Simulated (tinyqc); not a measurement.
n-type polysilicon, carrier trapping at grain boundaries: two steps of the calculation.

One-dimensional grains of size Lg, uniform ionised doping N, monovalent traps Qt at each boundary at a depth Et below (for electrons) or above (for holes) the band edge there, abrupt depletion of width W on each side of a boundary, Boltzmann statistics. xi is the distance from the band edge at the grain centre to the Fermi level. Trapped charge Qt/(1 + exp((xi + VB - Et)/Vt)) = 2 N W, barrier VB = q N W^2/(2 eps0 eps_r).

Values chosen for this exercise; values of the order met in polycrystalline silicon: temperature T = 250 K; relative permittivity eps_r = 11.7; conduction-band density of states at T NB = 2.13e19 cm^-3; grain size Lg = 130 nm; trap density of a grain boundary Qt = 1e12 cm^-2; depth of the trap level from the majority band edge at the boundary Et = 0.41 eV; doping N = 4.8e17 cm^-3.

Constants: q = 1.602176634e-19 C, kB = 1.380649e-23 J/K, Vt = kB T/q, eps0 = 8.8541878128e-14 F/cm where lengths are in cm. Results are converted to the units shown.

Question 1. New W. Partly depleted grain, xi = Vt ln(NB/N): f = 1/(1 + exp((xi + VB - Et)/Vt)), g = Qt f - 2 N W, g' = -2 Qt f (1 - f) VB/(W Vt) - 2 N, W(new) = W - g/g'.

W at the start = 8.3 nm

Wanted: VB; f; g; g'; W after iteration 1.

Answer 1.

VB = 0.02557 V
f = 1.000
g = 2.032e11 cm^-2
g' = -9.600e10 cm^-2/nm
W after iteration 1 = 10.42 nm

Question 2. Depletion width, Fermi level and barrier. If the trap equation with xi = Vt ln(NB/N) has a root W < Lg/2, the grain is partly depleted; otherwise W = Lg/2 and the trap equation gives xi = Et - VB + Vt ln(Qt/(N Lg) - 1). N* = Qt/Lg.

Wanted: N*; W; xi; VB; share of traps filled.

Answer 2.

N* = 7.692e16 cm^-3
W = 10.42 nm
xi = 0.08171 V
VB = 0.04028 V
share of traps filled = 1.000

N is 6.24 N*, and the grain is partly depleted; VB = 1.87 Vt.

tinyqc, about 0.01 s, one thread, Intel Xeon 2.30GHz (shared host): `OMP_NUM_THREADS=1 python tinyqc.py 2830279 2830280 out.jsonl`
